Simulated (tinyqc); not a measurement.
Minority-electron transport through the base of a bipolar transistor (Moll-Ross and Kroemer integrals): one step, computed by the program tinyqc.

Low injection, one dimension, x from the emitter edge (0) to the collector edge (W), s = x/W. Recombination is treated as a small correction (valid for tau_B well below tau_n), computed from the stored charge.

Question. Profile and built-in field. N(x) = N_0 (ratio)^(-s); n_i(x) = n_i; D(x) = (k_B T/e) mu, mu = mu_min + (mu_max - mu_min)/(1 + (N/N_ref)^0.7). Field that drives electrons towards the collector, averaged over the base: (k_B T/e) ln[N_0 n_i(W)^2/(N(W) n_i^2)]/W.

Inputs (values chosen for the exercise, modelled on silicon):

| quantity | value | unit |
|---|---|---|
| base doping at the emitter edge N_0 | 6.4e+17 | 1/cm^3 |
| base width W | 53 | nm |
| mu_min | 180 | cm^2/(V s) |
| mu_max | 1330 | cm^2/(V s) |
| N_ref | 9.5e+16 | 1/cm^3 |
| temperature T | 300 | K |
| doping ratio N_0/N(W) | 3.1 | - |

Base doping profile: exponential. Gap grading: none. Exit of the base: infinite sink.

Constants: k_B = 8.617333262e-05 eV/K.

Give: Across the base; drift factor eta (potential drop in k_B T/e); mean built-in field.

Answer.

Across the base:

| s | N (1/cm^3) | n_i(x)^2/n_i^2 | D (cm^2/s) | y (s/cm^5) |
|---|---|---|---|---|
| 0.0 | 6.4000e+17 | 1 | 10.846 | 5.9010e+16 |
| 0.2 | 5.1040e+17 | 1 | 11.658 | 4.3781e+16 |
| 0.4 | 4.0704e+17 | 1 | 12.541 | 3.2456e+16 |
| 0.6 | 3.2461e+17 | 1 | 13.492 | 2.4059e+16 |
| 0.8 | 2.5888e+17 | 1 | 14.507 | 1.7845e+16 |
| 1.0 | 2.0645e+17 | 1 | 15.576 | 1.3254e+16 |

drift factor eta (potential drop in k_B T/e) = 1.1314

mean built-in field = 5.5187 kV/cm
